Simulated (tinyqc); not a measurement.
Worked calculation: vacuum evaporation: vapour pressure, source flux, thickness distribution, purity and step coverage. Computed by tinyqc, a small Python program that keeps every step. Command: `OMP_NUM_THREADS=1 python tinyqc.py 3114163 3114164 out.jsonl evap walk`. One thread of a shared host (Intel(R) Xeon(R) Processor @ 2.30GHz), about 0.01 s of CPU time with the checks. Intermediate numbers are printed to about 6 digits and carried at full precision; extremes and crossings named in words are read from the listed rows.

Molecular flow, unit sticking of the metal, no re-evaporation. The background gas is taken as water vapour (18.015 g/mol, collision diameter 0.37 nm) at 300 K.

Inputs (values chosen for the exercise, modelled on titanium, with constants for the liquid):
```
quantity                         value    unit
molar mass M                     47.87   g/mol
film density rho                  4.51  g/cm^3
vapour-pressure constant A       11.34       -
vapour-pressure constant B       22790       K
source temperature T              2200       K
source area                       0.13    cm^2
directionality n                     1       -
source-to-wafer distance h          67      cm
wafer radius R                      15      cm
source offset from the axis s/h    0.7       -
background pressure p            0.001      Pa
sticking of background gas         0.6       -
aspect ratio of a trench           1.3       -
```

Constants: u = 1.6605390666e-27 kg; k_B = 1.380649e-23 J/K; R = 8.314462618 J/(mol K).

## Vapour pressure and flux

log10(p_v/Pa) = A - B/T; flux from the surface Phi = p_v/sqrt(2 pi m k_B T), m = M u. Mass loss = Phi x area x m; heat of evaporation = ln(10) R B; d ln Phi/dT = ln(10) B/T^2 - 1/(2 T).

vapour pressure p_v = 9.56994 Pa

flux Phi = 7.76980e+18 1/(cm^2 s)

mass loss = 0.289047 g/h

heat of evaporation = 436.309 kJ/mol

change of flux per kelvin = 1.06149 %/K

Holding the rate to 1 % needs the temperature to about 0.94 K.

## Rate and uniformity on a fixed wafer above the source

A small source emits (n + 1) Phi area cos^n(phi)/(2 pi) per solid angle; on a parallel plane at height h and lateral distance l the arrival rate is (n + 1) Phi area/(2 pi h^2) x (1 + (l/h)^2)^(-(n + 3)/2). Growth rate = arrival rate x m/rho, m = M u. The wafer is fixed and centred above the source.

arrival rate at the centre = 7.16232e+13 1/(cm^2 s)

growth rate at the centre = 0.0126238 nm/s

edge over centre = 0.906818

non-uniformity (max - min)/(max + min) = 4.88679 %

share of the material that lands on the wafer, 1 - (1 + (R/h)^2)^(-(n + 1)/2) = 4.77302 %

## Offset source and rotation

Rotating wafer, source offset by s and facing upwards: thickness at radius r is the mean over the angle a of (1 + (r^2 + s^2 - 2 r s cos a)/h^2)^(-(n + 3)/2), by 360 equal steps; non-uniformity (max - min)/(max + min) over 21 radii from 0 to R.

centre thickness relative to an axial source = 0.450430

edge over centre, rotating = 0.997281

non-uniformity, rotating = 0.136152 %

## Choosing the offset

The curvature at the centre vanishes at s/h = sqrt(2/(n + 3)).

Against the offset:
```
s/h  centre thickness  edge over centre  non-uniformity (%)
0.0           1.00000           0.90682             4.88679
0.2           0.92456           0.91945             4.19662
0.4           0.74316           0.94992             2.56842
0.5           0.64000           0.96708             1.67375
0.6           0.54066           0.98322             0.84619
0.7           0.45043           0.99728             0.13615
0.8           0.37180           1.00877             0.43651
0.9           0.30524           1.01763             0.87382
1.1           0.20475           1.02853             1.40646
```

The best row, s/h = 0.7, has 0.14 % against 4.9 % on the axis, at the price of a rate lower by a factor 2.22; the small-wafer optimum is sqrt(2/(n + 3)) = 0.71.

## Scattering and purity

Mean free path lambda = k_B T_g/(sqrt2 pi d^2 p); unscattered share exp(-h/lambda); gas arrival p/sqrt(2 pi m_g k_B T_g); impurity ratio = sticking x gas arrival/metal arrival; monolayer time = 1e15 cm^-2/(sticking x gas arrival).

mean free path = 6.80983 m

unscattered share = 0.906298

gas arrival rate = 3.58398e+15 1/(cm^2 s)

impurity ratio = 30.0237

monolayer time = 0.465032 s

Caution: more gas than metal sticks, so a compound rather than a metal film would grow.

## A trench at the wafer edge

Fixed wafer, axial point source, trench running tangentially at r = R: the beam arrives at tan(a) = R/h. Shadowed share of the floor = aspect ratio x tan(a) (at most 1); the wall facing the source grows at tan(a) times the field rate, the other wall not at all.

angle a = 12.6193 degrees

shadowed share of the floor = 0.291045

wall over field thickness = 0.223881

Checks made by the program: share on the wafer by quadrature (relative difference 3e-09).
